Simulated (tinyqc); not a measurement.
From results back to parameters: one-oscillator model of a band gap. Five cases, with inputs chosen for the exercise.

Problem. A gap follows E(T) = E0 - s1 t1/(exp(t1/T) - 1) with the zero-point term ZP = s1 t1/2, which scales as M^(-1/2). The shift of E0 on going from M to M + dM and the limiting slope at high T are given.

Case 1.

Values chosen (out of a larger set: near those of SiC; not measured data): M = 20.03 u (mean atomic mass); dM = 0.56 u (change of the mean mass (not bounded by the natural isotopes)).

shift of E0 = 2.239722 meV
limiting slope s1 = 0.516 meV/K

Case 2.

Values chosen (out of a larger set: near those of AlN; not measured data): M = 20.48 u (mean atomic mass); dM = -0.68 u (change of the mean mass (not bounded by the natural isotopes)).

shift of E0 = -4.884637 meV
limiting slope s1 = 0.815 meV/K

Case 3.

Values chosen (out of a larger set: near those of InP; not measured data): M = 72.87 u (mean atomic mass); dM = -1.89 u (change of the mean mass (not bounded by the natural isotopes)).

shift of E0 = -0.530739 meV
limiting slope s1 = 0.384 meV/K

Case 4.

Values chosen (out of a larger set: near those of GaN; not measured data): M = 41.83 u (mean atomic mass); dM = 1.3 u (change of the mean mass (not bounded by the natural isotopes)).

shift of E0 = 3.194509 meV
limiting slope s1 = 0.627 meV/K

Case 5.

Values chosen (out of a larger set: near those of GaAs; not measured data): M = 72.18 u (mean atomic mass); dM = 1.34 u (change of the mean mass (not bounded by the natural isotopes)).

shift of E0 = 0.392075 meV
limiting slope s1 = 0.437 meV/K

Find: sqrt(M/(M + dM)); ZP; t1.

Solution. The shift is ZP (1 - sqrt(M/(M + dM))); then t1 = 2 ZP/s1.

Case 1.

sqrt(M/(M + dM)) = 0.986307
ZP = 163.57 meV
t1 = 634 K

Case 2.

sqrt(M/(M + dM)) = 1.017027
ZP = 286.88 meV
t1 = 704 K

Case 3.

sqrt(M/(M + dM)) = 1.013226
ZP = 40.13 meV
t1 = 209 K

Case 4.

sqrt(M/(M + dM)) = 0.984814
ZP = 210.36 meV
t1 = 671 K

Case 5.

sqrt(M/(M + dM)) = 0.990845
ZP = 42.83 meV
t1 = 196 K

Computed by tinyqc, one run a case: `OMP_NUM_THREADS=1 python tinyqc.py N N+1 out.jsonl` with N = 1850886, 1850894, 1850899, 1850914, 1850929; one thread of a shared Intel(R) Xeon(R) Processor @ 2.30GHz, about 0.01 s a run at most.
